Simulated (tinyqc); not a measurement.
# Ion implantation: universal nuclear stopping, Lindhard-Scharff electronic stopping and a Gaussian range profile, step by step

A worked calculation. Computed by tinyqc, a small Python program that keeps every step. Command: `OMP_NUM_THREADS=1 python tinyqc.py 3021524 3021525 out.jsonl implant walk`. One thread of a shared host (Intel(R) Xeon(R) Processor @ 2.30GHz), about 0.08 s of CPU time with the checks. Intermediate numbers are printed to about 6 digits and carried at full precision; extremes and crossings named in words are read from the listed rows.

An ion slows by elastic collisions with screened nuclei and by friction with electrons; channelling is ignored and the target is uniform.

Inputs (values chosen for the exercise, modelled on boron ions in silicon):

| quantity | value | unit |
|---|---|---|
| ion atomic number Z1 | 5 | - |
| ion mass M1 | 11 | u |
| target atomic number Z2 | 14 | - |
| target mass M2 | 28.09 | u |
| target density N | 49.94 | 1/nm^3 |
| ion energy E | 14 | keV |
| scale factor of electronic stopping k | 1 | - |
| dose Q | 2.5e+13 | 1/cm^2 |
| background C_B | 1e+16 | 1/cm^3 |
| displacement energy E_d | 15 | eV |
| anneal budget D t | 6.2e-14 | cm^2 |

Follow-up: anneal.

## Stopping at the entry energy

Reduced energy eps = 32.53 M2 E/(Z1 Z2 (M1 + M2)(Z1^0.23 + Z2^0.23)), E in keV; s_n = ln(1 + 1.1383 eps)/(2 (eps + 0.01321 eps^0.21226 + 0.19593 eps^0.5)) for eps up to 30 and ln(eps)/(2 eps) above; S_n = 8.462 Z1 Z2 M1 s_n/((M1 + M2)(Z1^0.23 + Z2^0.23)) in 1e-15 eV cm^2. S_e = k 3.83 Z1^(7/6) Z2/(Z1^(2/3) + Z2^(2/3))^(3/2) sqrt(E/M1) in 1e-15 eV cm^2, E in keV. dE/dx = N (S_n + S_e); 1e-15 eV cm^2 = 0.1 eV nm^2.

reduced energy eps = 1.42412

s_n = 0.288123

S_n = 14.6293 x 1e-15 eV cm^2

S_e = 15.3260 x 1e-15 eV cm^2

energy loss dE/dx = 149.597 eV/nm

Electronic stopping carries 51 % of the loss at entry.

## Range and straggle

Path length R = int_0^E dE'/(N (S_n + S_e)); energy lost to nuclei nu = int_0^E S_n/(S_n + S_e) dE' (both with E' = E y^3 and 64 Gauss-Legendre points in y). Estimates of Lindhard type: R_p = R/(1 + M2/(3 M1)), straggle dR_p = (2/3) R_p sqrt(M1 M2)/(M1 + M2).

path length R = 111.303 nm

projected range R_p = 60.1243 nm

straggle dR_p = 18.0246 nm

energy lost to nuclei nu = 8.78723 keV

63 % of the energy goes to nuclei over the whole path.

## Gaussian profile

C(x) = C_p exp(-(x - R_p)^2/(2 dR_p^2)) with C_p = Q/(sqrt(2 pi) dR_p), 1 nm = 1e-7 cm; the profile falls to the background at x_j = R_p + dR_p sqrt(2 ln(C_p/C_B)); the peak atomic fraction is C_p/N.

peak concentration C_p = 5.53330e+18 1/cm^3

Depth x_j where C falls to C_B = 124.186 nm

peak atomic fraction = 1.10799e-04

## Damage

Kinchin-Pease count with efficiency 0.8: N_d = 0.8 nu/(2 E_d), taking all of nu as damage energy (an upper estimate, as recoils also lose energy to electrons). Spread over a depth R_p + dR_p, displacements per atom = Q N_d/(N (R_p + dR_p)).

displacements per ion N_d = 234.326

displacements per atom = 0.0150103

One displacement per atom would need a dose of 1.7e15 per cm^2 if no defects annealed.

## Anneal

Far from the surface a Gaussian stays Gaussian: sigma^2 = dR_p^2 + 2 D t; peak Q/(sqrt(2 pi) sigma); x_j = R_p + sigma sqrt(2 ln(peak/C_B)).

width sigma = 18.3654 nm

peak after the anneal = 5.43064e+18 1/cm^3

x_j after the anneal = 125.301 nm

x_j moves by 1.11 nm.

## Nuclear against electronic stopping over energy

The formulas are those given above.

Stopping (1e-15 eV cm^2) and range:

| E (keV) | eps | S_n | S_e | R (nm) | nu/E |
|---|---|---|---|---|---|
| 1 | 1.01723e-01 | 16.1392 | 4.0960 | 15.38 | 0.831457 |
| 2 | 2.03446e-01 | 17.5545 | 5.7927 | 24.49 | 0.802518 |
| 5 | 5.08614e-01 | 17.5752 | 9.1590 | 48.20 | 0.741832 |
| 10 | 1.01723e+00 | 15.8997 | 12.9528 | 84.08 | 0.671326 |
| 20 | 2.03446e+00 | 13.0649 | 18.3181 | 150.47 | 0.574526 |
| 50 | 5.08614e+00 | 8.7667 | 28.9634 | 324.47 | 0.414820 |
| 100 | 1.01723e+01 | 5.9416 | 40.9605 | 561.28 | 0.292451 |
| 200 | 2.03446e+01 | 3.8040 | 57.9269 | 930.16 | 0.189881 |
| 500 | 5.08614e+01 | 1.9612 | 91.5904 | 1704.39 | 0.096969 |

Nuclear stopping peaks near 5 keV among these rows (eps = 0.51; the universal curve peaks near 0.3). Electronic stopping overtakes it between 10 and 20 keV. The path length grows as E^0.67 at the low end and E^0.66 at the high end; constant stopping would give E^1, and stopping that rises with E, be it nuclear (below its peak) or electronic, gives a lower exponent.

Checks made by the program: range against adaptive quadrature (relative difference 2e-06).
